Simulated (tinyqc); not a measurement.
# Elastic trap-assisted tunnelling through a dielectric: what changes with what

Emitter at x = 0 (Fermi level 0), collector at x = t (Fermi level -V), band edge U(x) = phi - F x, F = V/t. A trap at x has the energy E = U(x) - Et. With G(u) = (4/(3 F)) sqrt(mo/C) max(u, 0)^1.5, C = hbar^2/(2 m0): S1 = G(phi - E) - G(Et), S2 = G(Et) - G(phi - V - E), T1,2 = exp(-S1,2). The steady rate through one trap is nu T1 T2 (f1 - f2)/(T1 + T2), f1 = f(E), f2 = f(E + V), f(y) = 1/(1 + exp(y/Vt)); both contacts offer states at E.

Parameters, values chosen for the exercise; dielectric values close to those of hafnium oxide: temperature T = 300 K; barrier above the emitter Fermi level phi = 1.52 eV; tunnelling mass mo = 0.19 m0; thickness t = 5.7 nm; trap depth below the band edge of the dielectric Et = 1.28 eV; trap density Nt = 4.2e17 cm^-3; attempt frequency nu = 1e13 1/s; voltage V = 1.09 V.

Constants: q = 1.602176634e-19 C, kB = 1.380649e-23 J/K, hbar = 1.054571817e-34 J s, m0 = 9.1093837015e-31 kg, Vt = kB T/q, hbar^2/(2 m0) = 0.0380998212 eV nm^2. Results are converted to the units shown.

Each table varies one quantity; the others keep the values above.

## Effect of the thickness at fixed voltage

J = q Nt times the integral of the rate over x. Direct S = (4/(3 F)) sqrt(mo/C) [phi^1.5 - max(phi - V, 0)^1.5].

Results:
```
t (nm)  J (A/cm^2)  x of the peak over t  larger S there  direct S
2.5           47.6                 0.424            6.30      10.9
4.4          0.503                 0.433            10.9      19.1
5.3         0.0564                 0.435            13.1      23.0
6.2        0.00628                 0.436            15.3      27.0
7.1        6.97e-4                 0.437            17.5      30.9
8.1        6.05e-5                 0.438            20.0      35.2
9          6.71e-6                 0.438            22.2      39.1
```

Estimate the missing row, t = 3.4 nm.

Computed row:
```
t (nm)  J (A/cm^2)  x of the peak over t  larger S there  direct S
3.4           5.61                 0.429            8.50      14.8
```

With this row back in the table: J falls from 47.6 to 6.71e-6 A/cm^2, on average 1.05 decades a nanometre, against 1.89 for the direct exponent: trap-assisted leakage falls more slowly, so it gains on direct tunnelling as the layer thickens.

## Current against voltage

Same model as above.

Current against voltage:
```
V (V)  J (A/cm^2)  x of the peak over t  larger S there  direct S
0.3       3.47e-4                 0.497            14.7      29.8
0.6        0.0103                 0.471            14.3      28.0
0.91       0.0172                 0.447            14.2      26.1
1.21       0.0252                 0.427            14.0      23.9
1.52       0.0469                 0.401            13.7      20.9
1.82        0.163                 0.363            13.1      17.5
2.13        0.896                 0.192            11.5      14.9
2.43         3.26                 0.164            10.1      13.1
2.74         9.07                 0.142            8.97      11.6
3.04         19.8                 0.126            8.08      10.5
```

J rises from 3.47e-4 to 19.8 A/cm^2, by 4.91 decades a volt between the first two rows and 1.13 between the last two. The position of the peak falls from 0.497 to 0.126 of t; only traps beyond x/t = (phi - Et)/V lie below the emitter Fermi level, with phi - Et = 0.240 eV. It jumps from 0.363 to 0.192 between V = 1.82 and 2.13 V.

Range of the model: Phonon-assisted (inelastic) capture, chains of traps and a spread of trap depths are left out.

Numbers from tinyqc (`OMP_NUM_THREADS=1 python tinyqc.py 2370160 2370161 out.jsonl`; about 0.05 s on one thread of a shared Intel Xeon 2.30GHz).
